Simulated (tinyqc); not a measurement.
Convergence with the plane-wave basis: k.p theory built from an empirical-pseudopotential calculation at Gamma.

Empirical pseudopotential on the fcc lattice, atoms at +/- tau, tau = a (1,1,1)/8, no spin-orbit coupling. H(G,G') = c (2 pi/a)^2 |k + G|^2 delta + VS(q) cos(q.tau) + i VA(q) sin(q.tau), q = G - G', c = hbar^2/2m0; k and G in units of 2 pi/a; VS at |q|^2 = 3, 8, 11 and VA at 3, 4, 11, in rydberg, zero elsewhere. The basis holds all G with |G|^2 up to a cut-off. Energies are counted from the fourth level at Gamma.

For a multiplet A of d_A states, W(B) = (4 c/(3 d_A)) sum over n in A, m in B and i = x, y, z of |<n|G_i|m>|^2 (G in 1/angstrom, <n|G_i|m> = sum_G c_n(G)* G_i c_m(G)); the mean inverse mass of A is 1 + sum_B W(B)/(E_A - E_B). Multiplets with W = 0 are left out.

Valence parameters: D(u) = c + 4 c^2 sum_m <n|u.G|m><m|u.G|n'>/(0 - E_m) on the valence triplet, in units of c, has eigenvalues L, M, M along [100] and (L + 2M + 2N)/3, (L + 2M - N)/3 twice along [111]; g1 = -(L + 2M)/3, g2 = -(L - M)/6, g3 = -N/6.

Constants: hbar^2/2m0 = 3.80998211 eV angstrom^2; Ry = 13.60569312 eV.

Inputs chosen for the exercise (out of a larger set: near those of InP; not measured data):
- a = 5.873 angstrom (lattice constant)
- VS = (-0.234, 0.01, 0.061) Ry (symmetric form factors)
- VA = (0.068, 0.05, 0.011) Ry (antisymmetric form factors)

E_s is the lowest empty singlet, Ep its W to the valence triplet, m its mass.

Results:
```
cut-off  plane waves  E_s (eV)  Ep (eV)  m (m0)    g1    g2    g3
8                 27     1.520    16.33  0.0856  4.91  1.50  2.12
11                51     1.545    16.69  0.0851  4.91  1.59  2.07
12                59     1.587    16.69  0.0872  4.89  1.52  2.05
16                65     1.584    16.72  0.0870  4.91  1.53  2.05
19                89     1.585    16.72  0.0870  4.90  1.53  2.05
20               113     1.590    16.70  0.0874  4.89  1.52  2.04
24               137     1.592    16.70  0.0875  4.89  1.51  2.04
```

Against the last row, E_s errs most, by -0.071 eV, at cut-off 8, and by -0.002 eV in the last row but one. Ep varies by 2.3 % over the table and m by 2.7 %: the mass, near E_s/Ep, inherits the errors of both. Local form factors fix the converged values only roughly. The gap is a difference of two levels, so it need not converge steadily, and here it does not.

Run: tinyqc, `OMP_NUM_THREADS=1 python tinyqc.py 1080152 1080153 out.jsonl`; Intel(R) Xeon(R) Processor @ 2.30GHz, one thread, shared host; about 0.6 s of CPU time with all checks.
